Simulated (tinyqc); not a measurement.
# From one set of inputs to another, one input at a time

Model: single-band model of a thermoelectric material. Computed by tinyqc, a small Python program. Command: `OMP_NUM_THREADS=1 python tinyqc.py 3029165 3029166 out.jsonl thermo ladder`. One thread of a shared host (Intel(R) Xeon(R) Processor @ 2.30GHz), about 0.03 s of CPU time with the checks.

One spherical band, one scattering law, no minority carriers and no phonon drag. In a real material minority carriers limit |S| to about E_g/(2 e T), so larger values are formal. eta = E_F/(k_B T) is counted from the band edge; f = 1/(1 + exp(x - eta)).

The inputs printed are set A. Set A is modelled on p-type SnSe; the values taken over come from a set modelled on n-type Mg2Si. Inputs not listed in the table keep their values of set A, so the rows need not describe a real material.

Inputs (values chosen for the exercise, modelled on p-type SnSe):
```
quantity                                value        unit
density-of-states mass m                 0.87         m_0
non-parabolicity alpha                   0.78        1/eV
mobility parameter mu_300                 260  cm^2/(V s)
temperature exponent p                    1.5           -
lattice thermal conductivity kappa_L     0.56     W/(m K)
carrier density n                     3.9e+19      1/cm^3
temperature T                             410           K
```

Band: Kane. Scattering: acoustic phonons, r = -0.5.

Constants: m_0 = 9.1093837015e-31 kg; k_B = 1.380649e-23 J/K; hbar = 1.054571817e-34 J s; k_B = 8.617333262e-05 eV/K; e = 1.602176634e-19 C.

Method:
- With x = E/(k_B T), a = alpha k_B T (0 for a parabolic band), G = x (1 + a x), D = 1 + 2 a x and <y> = int y f (1 - f) dx, f = 1/(1 + exp(x - eta)): tau = tau_0 G^r/D; transport function s = G^(3/2 + r)/D^2; n = N_0 <G^(3/2)> with N_0 = (2 m k_B T)^(3/2)/(3 pi^2 hbar^3).
- Integrals over x = E/(k_B T) use 160 Gauss-Legendre points in u = sqrt(x) from 0 to sqrt(max(eta, 0) + 32).
- Solve for eta.
- sigma = e mu_0 N_0 <s> with mu_0 = e tau_0/m = mu_300 (T/300 K)^(-p); |S| = (k_B/e)(<x s>/<s> - eta); Lorenz number L = (k_B/e)^2 (<x^2 s>/<s> - (<x s>/<s>)^2); kappa_e = L sigma T; zT = S^2 sigma T/(kappa_L + kappa_e).
- Hall factor r_H = <G^(3/2)> <G^(3/2 + 2r)/D^4>/<s>^2; drift mobility sigma/(n e) with n = N_0 <G^(3/2)>; power factor S^2 sigma.

Each row keeps all changes above it:
```
input moved                                        from     to  conductivity sigma (S/cm)       zT  power factor (microwatt/(cm K^2))
set A                                                 -      -                     495.94  0.65597                             13.801
temperature exponent p                              1.5    2.5                     362.88  0.52985                             10.098
mobility parameter mu_300 (cm^2/(V s))              260    380                     530.37  0.68483                             14.759
carrier density n (1/cm^3)                      3.9e+19  7e+19                     846.38  0.48846                             13.290
lattice thermal conductivity kappa_L (W/(m K))     0.56    3.7                     846.38  0.12804                             13.290
temperature T (K)                                   410    750                     181.24  0.12771                              6.613
density-of-states mass m (m_0)                     0.87   0.95                     184.44  0.14432                              7.475
non-parabolicity alpha (1/eV)                      0.78   0.74                     188.29  0.14705                              7.627
```

Conductivity sigma goes from 496 to 188, a factor 0.380 in all. The largest single move comes from temperature T (a factor 0.214), and carrier density n works against it (a factor 1.60). zT goes from 0.656 to 0.147, a factor 0.224 in all. The largest single move comes from lattice thermal conductivity kappa_L (a factor 0.262), and mobility parameter mu_300 works against it (a factor 1.29). Power factor goes from 13.8 to 7.63, a factor 0.553 in all. The largest single move comes from temperature T (a factor 0.498), and mobility parameter mu_300 works against it (a factor 1.46). The single moves hold for this order of the switches; the total does not depend on the order.

Extremes, crossings and ranges named in words are read from the listed rows.
